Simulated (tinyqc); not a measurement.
# Conversion gain and read noise from the photon-transfer curve

Question. Temporal variance = CG x mean output + vn^2 (dark signal removed), CG = q As/Cf. Find CG, vn, the read noise in electrons and Cf.

Values chosen for this exercise:

| symbol | value | unit | meaning |
|---|---|---|---|
| As | 0.93 |  | source-follower gain |

Constants: q = 1.602176634e-19 C. Results are converted to the units shown.

temporal variance at mean outputs of 81 and 490 mV (mV^2): 8.632954703  52.16294944

Answer. Poisson statistics make the slope equal to CG; the intercept is vn^2.

CG = 106 uV/electron
vn = 110 uV
read noise = 1.03 electrons
Cf = 1.40 fF

Computed by the program tinyqc: `OMP_NUM_THREADS=1 python tinyqc.py 2630048 2630049 out.jsonl`, one thread of a shared Intel Xeon 2.30GHz, about 0.01 s for the whole run.
